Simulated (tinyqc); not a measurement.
From distance from the band edge back to impurity potential U: Koster-Slater impurity in a tight-binding band, by Green functions and by supercells. Computed by tinyqc, a small Python program. Command: `OMP_NUM_THREADS=1 python tinyqc.py 3017936 3017937 out.jsonl kosterslater inv`. One thread of a shared host (Intel(R) Xeon(R) Processor @ 2.30GHz), about 0.1 s of CPU time with the checks.

One orbital per site, e(k) = -2 t sum cos(k_i) over 3 direction(s), band from -6 t to 6 t, lattice constant 1. One site has the extra energy U. Spin is left out.

Inputs (values chosen for the exercise, for a model band): hopping t = 0.69 eV.

Lattice: simple cubic.

Method:
- Outside the band G0(E) = (1/pi) int_0^pi dk (2/(pi z)) K(16 t^2/z^2), z = E + 2 t cos k, K the complete elliptic integral with parameter m; 200 Gauss-Legendre points.
- A bound state solves 1/U = G0(E).
- Bisection in ln(distance from the edge) between 1e-5 t and |U| + t. Weight on the impurity site: -1/(U^2 dG0/dE), by a central difference with step min(1e-4 t, distance/30). Decay length along an axis: 1/arccosh(1 + distance/(2 t)).

Question. A run gave the result below. Find the impurity potential U, known to lie between 3.7 and 8.8 eV.

distance from the band edge = 2.354257 eV

Answer.

Each step takes the trial c = (a f_b - b f_a)/(f_b - f_a), f being the result less the target and a, b, c the logarithms of the listed values; c replaces end b, the old b replaces a if the sign of f changed, and otherwise f_a is halved.

Scan of the range:
```
impurity potential U (eV)  distance from the band edge (eV)
3.70                                                0.43899
4.27                                                0.86341
4.94                                                1.41762
5.71                                                2.09478
6.59                                                2.89896
7.62                                                3.86469
8.80                                                4.99088
```

False position (Illinois rule, in the logarithm of the input) inside the bracket:
```
step    end a    end b    trial  distance from the band edge (eV)
1     5.71000  6.59000  5.98028                           2.33906
2     6.59000  5.98028  5.99606                           2.35340
3     6.59000  5.99606  5.99783                           2.35501
4     5.99606  5.99783  5.99700                           2.35426
5     5.99783  5.99700  5.99700                           2.35426
```

Distance from the band edge rises at every point of a 13-point scan of the range (every second point is shown), so one value fits; it is bracketed by 5.71 and 6.59. Answer: impurity potential U = 5.997 eV.
